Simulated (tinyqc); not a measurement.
## Slope factor and drain-induced lowering from three currents

Problem. With source and body at 0 V, I = A exp((Vg + dd Vd)/(nf Vt)) (1 - exp(-Vd/Vt)). Find nf, the swing nf Vt ln 10 and dd.

Inputs (values chosen for the exercise): temperature T = 300 K.

Constants: q = 1.602176634e-19 C, kB = 1.380649e-23 J/K, Vt = kB T/q. Results are converted to the units shown.

currents at (Vg, Vd) = (0, 0.05), (0, 1.1) and (0.05, 1.1) V (nA/um): [1.4284719e-4, 0.0021141303, 0.0095797211]

Answer. The pair at equal Vd gives nf; the pair at equal Vg, after dividing out the factors 1 - exp(-Vd/Vt), gives dd.

nf = 1.280
swing = 76.19 mV/decade
dd = 0.08000

Computed by the program tinyqc: `OMP_NUM_THREADS=1 python tinyqc.py 2242063 2242064 out.jsonl`, one thread of a shared Intel Xeon 2.30GHz, about 0.04 s for the whole run.
